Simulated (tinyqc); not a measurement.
Off-state leakage of single and stacked transistors: course of the iteration.

n-channel devices of unit width. Subthreshold current I(Vg, Vs, Vd) = I0 (T/300 K)^0.5 exp[(Vg - Vs - VT(T) - gb (Vs - Vb) + dd (Vd - Vs))/(nf Vt)] (1 - exp(-(Vd - Vs)/Vt)), VT(T) = VT - cT (T - 300 K). Gate-edge tunnelling Ig (Vd/1 V) exp(ag (Vd - 1 V)), for a gate at 0 V, and band-to-band leakage Ab u exp(-Bb/u), u = Vd - Vb + 1 V, flow at a drain held at V; both are taken as independent of T. In a stack of off transistors (all gates at 0 V) the same subthreshold current passes through each.

Start: Vx = dd V/(1 + gb + 2 dd), the solution for Vx well above Vt, rounded to three decimals.

Stack of two, Vx the node between them: I_low = I(0, 0, Vx), I_up = I(0, Vx, V), f = ln(I_up/I_low), f' = -(1 + gb + 2 dd)/(nf Vt) - 1/(Vt (exp(Vx/Vt) - 1)) - 1/(Vt (exp((V - Vx)/Vt) - 1)), Vx(new) = Vx - f/f'.

Stop when the step is below 1e-11 V, or after 40 iterations.

Inputs (values chosen for the exercise); values of the order met in bulk silicon logic transistors:
```
symbol  value   unit                                             meaning
T         330      K                                         temperature
V         1.1      V                                      supply voltage
VT       0.27      V        threshold at 300 K, zero drain and body bias
cT        0.6   mV/K              fall of the threshold with temperature
I0       0.83  uA/um                       current at threshold at 300 K
nf        1.3                                               slope factor
dd       0.16                            drain-induced lowering per volt
gb       0.15         rise of the threshold per volt of source-body bias
Vb       -0.3      V                                        body voltage
```

Constants: q = 1.602176634e-19 C, kB = 1.380649e-23 J/K, Vt = kB T/q. Results are converted to the units shown.

Course of the iteration:
```
iteration	Vx before the step (V)	step (V)
1	0.12	9.90e-5
2	0.120099	2.28e-9
3	0.120099	-2.78e-17
```

Did this iteration meet its convergence test, and what does its course show?

Yes. Converged in 3 iterations. The subthreshold current of the stack is 0.4678 nA/um, 70.5 times less than that of one transistor (the drain leakage is unchanged); the estimate exp[dd V (1 + gb + dd)/((1 + gb + 2 dd) nf Vt)] gives 69.6.

Program tinyqc, `OMP_NUM_THREADS=1 python tinyqc.py 2242097 2242098 out.jsonl`; Intel Xeon 2.30GHz, shared host, one thread, about 0.03 s.
